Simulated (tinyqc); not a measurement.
Inside a calculation: propagation of a band-gap error through k.p and effective-mass formulas. Values are carried at full precision from step to step, so a last printed digit may differ when a step is redone from the rounded ones.

Chain, for a gap E (the reference Eg or another value), with Ep and Dso kept: 1/me = 1 + Ep (E + 2 Dso/3)/(E (E + Dso)); g* = 2 - 2 Ep Dso/(3 E (E + Dso)); g1(E) = g1 + (Ep/3)(1/E - 1/Eg), g2(E) = g2 + (Ep/6)(1/E - 1/Eg), light hole 1/(g1 + 2 g2), heavy hole 1/(g1 - 2 g2) along [100]; optical constant ei(E) = 1 + (ei - 1)(EP/(EP + E - Eg))^2, static e0(E) = ei(E) + e0 - ei.

Constants: Ry = 13.60569312 eV; a0 (Bohr radius) = 0.5291772105 angstrom; kB = 8.617333262e-05 eV/K; hbar^2/2m0 = 3.80998211 eV angstrom^2.

Parameters, chosen for this exercise (reference values near those of ZnSe, gap at low temperature; not measured data):
```
symbol  value  unit        meaning
Eg      2.787  eV          gap at Gamma to the s-like level
Dso     0.407  eV          spin-orbit splitting
Ep      24     eV          Kane energy
g1      3.79               Luttinger gamma1
g2      1.24               gamma2
e0      8.93               static dielectric constant
ei      5.98               optical dielectric constant
EP      7.11   eV          mean (Penn) gap
Eg2     1.644  eV          a wrong gap, of the size a semi-local functional can give
mh      0.38   m0          density-of-states mass of the holes
T       300    K           temperature
k       0.036  1/angstrom  wave vector
```

## Masses, g factor and screening for both gaps

Evaluate the chain at Eg and at Eg2.

Band values at the two gaps:
```
quantity     at Eg   at Eg2  ratio
me          0.1082  0.06834  0.632
g*           1.268  0.06871      -
g1           3.790    5.786  1.527
g2           1.240    2.238  1.805
light hole  0.1595  0.09745  0.611
heavy hole  0.7634   0.7634  1.000
ei           5.980    8.071  1.350
e0           8.930    11.02  1.234
```

The gap is off by a factor of 0.59; the electron mass follows with 0.63 and the light hole with 0.61, while the heavy hole, which does not couple to the conduction level, keeps its value. The optical constant changes less, by +35 %, as it answers to the mean gap, which shifts by the same -1.14 eV on a base of 7.11 eV. g* moves by -1.20; remote bands, left out here, shift it by tenths or, where it is large, by some per cent.

## Binding energies and densities for both gaps

Donor: R = Ry me/e0^2, a_B = a0 e0/me, Mott density (0.26/a_B)^3. Nc, Nv = 2 (m kT/(4 pi c))^(3/2), c = hbar^2/2m0, ni = sqrt(Nc Nv) exp(-E/2kT). Exciton: Ry mu/e0^2 with 1/mu = 1/me + g1(E). 1 angstrom^-3 = 1e24 cm^-3.

Use the values of the table.

Results:
```
quantity                  at Eg     at Eg2     ratio
R (meV)                   18.45      7.656     0.415
a_B (angstrom)            43.69      85.34      1.95
Mott density (cm^-3)  2.107e+17  2.828e+16     0.134
Nc (cm^-3)            8.926e+17  4.483e+17     0.502
ni (cm^-3)            8.916e-06  2.520e+04  2.83e+09
exciton (meV)             13.09      5.486     0.419
```

Power laws carry the error on: the donor energy (me/e0^2) by a factor of 0.415, the Mott density (cube of me/e0) by 0.134. ni, with its exponential, changes by a factor of 2.83e+09, that is 9.5 decades.

## A scissor shift and what it does not mend

A rigid shift D = Eg - Eg2 of the conduction band restores the gap but leaves the curvature, so the mass stays me(Eg2); redoing the sum 1/m = 1 + Ep (E + 2 Dso/3)/(E (E + Dso)) with E = Eg and the same Ep gives another mass. For optics, eps2 at the edge goes as |p|^2/E^2: a rigid shift keeps the dipole elements p/E, while shifting the energies under unchanged p scales eps2 by (Eg2/Eg)^2.

shift D = 1.143 eV
mass under a rigid shift = 0.0683 m0
mass from the sum with the corrected gap = 0.1082 m0
factor on eps2 if p is left unscaled = 0.348

The rigid shift leaves the mass off by a factor of 0.63. The mass from the corrected gap is the reference me(Eg) here, because the exercise keeps Ep fixed; a real correction of the gap depends on k and changes Ep as well.

## Far from the edge the relative error shrinks

Two-level dispersion E(k) = sqrt(E^2/4 + Ep c k^2) - E/2 at k/4, k, 4k for both gaps, c = hbar^2/2m0.

Energies above the edge:
```
k (1/angstrom)  at Eg (eV)  at Eg2 (eV)  ratio
0.00900             0.0027       0.0045  1.692
0.03600             0.0419       0.0692  1.651
0.14400             0.5656       0.7817  1.382
```

The ratio tends to Eg/Eg2 = 1.70 at k = 0 and goes from 1.692 to 1.382: at large k both curves approach the same slope sqrt(Ep c), while their distance in eV grows towards |Eg - Eg2|/2.

## Checks

- Chain at E = Eg against the inputs g1, g2, ei, e0: they agree to 1e-10 or better.

Run: tinyqc, `OMP_NUM_THREADS=1 python tinyqc.py 1850941 1850942 out.jsonl`; Intel(R) Xeon(R) Processor @ 2.30GHz, one thread, shared host; about 0.01 s of CPU time with all checks.
